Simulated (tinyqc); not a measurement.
Geometry optimisation on the PBE/sto-3g surface (energies and gradients from PySCF), for H3+, spin multiplicity 1, step by step. Computed by tinyqc, a small Python program that keeps every step (integrals from PySCF). Settings: charge = 1, multiplicity = 1, basis = sto-3g, functional = pbe,pbe, optimiser = bfgs, first Hessian = 1.0, largest step = 0.3, iteration cap = 30. Command: `OMP_NUM_THREADS=1 python tinyqc.py 31281 31282 out.jsonl` (the two numbers bound the seeds that draw the settings). One thread of a shared host (Intel(R) Xeon(R) Processor @ 2.60GHz), about 4 s of CPU time with the checks.

## Step 1: energy and gradient

positions at the start (bohr):
```
           x        y         z
1H   0.03213  0.05291   0.04724
2H   0.03779  0.00378   1.65918
3H  -0.00378  0.11149  -1.62516
```

Self-consistent energy and analytic gradient at these positions.

energy = -1.2534199 hartree

gradient (hartree/bohr):
```
             x           y           z
1H  -0.0004026  -0.0002334   0.0113342
2H   0.0001160   0.0004682  -0.0168170
3H   0.0002865  -0.0002348   0.0054828
```

## Step 1: move

Quasi-Newton step p = -H^(-1) g (first H = 1 times the unit matrix); steps longer than 0.3 bohr are cut back.

positions after step 1 (bohr):
```
           x        y         z
1H   0.03253  0.05315   0.03591
2H   0.03768  0.00331   1.67600
3H  -0.00407  0.11173  -1.63065
```

## Step 2: energy and gradient

As before.

energy = -1.2537730 hartree

gradient (hartree/bohr):
```
             x           y           z
1H  -0.0004544  -0.0000279   0.0048314
2H   0.0001478   0.0002783  -0.0106719
3H   0.0003066  -0.0002505   0.0058404
```

## Step 2: move

inverse Hessian in use (bohr^2/hartree), lower triangle:
```
          1         2         3         4         5         6         7         8
1   1.00159
2   0.00038   0.99991
3  -0.02639  -0.00006   1.22781
4  -0.00050  -0.00013   0.00869   1.00015
5  -0.00127  -0.00011   0.01451   0.00041   1.00081
6   0.04720   0.00475  -0.56466  -0.01522  -0.03089   2.17411
7  -0.00109  -0.00025   0.01770   0.00034   0.00086  -0.03199   1.00075
8   0.00089   0.00020  -0.01445  -0.00028  -0.00070   0.02614  -0.00061   1.00050
9  -0.02081  -0.00469   0.33685   0.00652   0.01638  -0.60944   0.01429  -0.01169

         9
9  1.27259
```

Quasi-Newton step p = -H^(-1) g (the inverse Hessian comes from BFGS updates; coordinates in the order x, y, z of each atom); steps longer than 0.3 bohr are cut back.

positions after step 2 (bohr):
```
           x        y         z
1H   0.03374  0.05325   0.02196
2H   0.03729  0.00254   1.70553
3H  -0.00488  0.11240  -1.64623
```

## Convergence

Stop when the largest gradient component is below 3e-5 hartree/bohr. The inverse Hessian follows the BFGS update with s = step, y = change of gradient.

Course of the optimisation:

| step | E (hartree) | largest gradient (hartree/bohr) |
|---|---|---|
| 1 | -1.2534199 | 1.68e-02 |
| 2 | -1.2537730 | 1.07e-02 |
| 3 | -1.2540521 | 4.32e-03 |
| 4 | -1.2540889 | 2.55e-03 |
| 5 | -1.2541049 | 1.24e-03 |
| 6 | -1.2541078 | 4.81e-04 |
| 7 | -1.2541085 | 5.02e-04 |
| 8 | -1.2541095 | 5.54e-04 |
| 9 | -1.2541146 | 1.73e-03 |
| 10 | -1.2542047 | 1.24e-02 |
| 11 | -1.2550281 | 2.96e-02 |
| 12 | -1.2564708 | 3.48e-02 |
| 13 | -1.2566104 | 4.69e-02 |
| 14 | -1.2599776 | 4.07e-02 |
| 15 | -1.2717162 | 2.04e-02 |
| 16 | -1.2811661 | 2.62e-02 |
| 17 | -1.2882905 | 1.80e-02 |
| 18 | -1.2885991 | 1.67e-02 |
| 19 | -1.2894596 | 2.64e-03 |
| 20 | -1.2894812 | 2.25e-03 |
| 21 | -1.2895004 | 2.05e-03 |
| 22 | -1.2895189 | 1.52e-03 |
| 23 | -1.2895322 | 8.52e-04 |
| 24 | -1.2895347 | 2.26e-04 |
| 25 | -1.2895349 | 2.46e-05 |

Final distances (angstrom):

| pair | distance |
|---|---|
| 2H-1H | 0.99954 |
| 3H-1H | 0.99975 |
| 3H-2H | 0.99956 |

Converged in 25 steps.
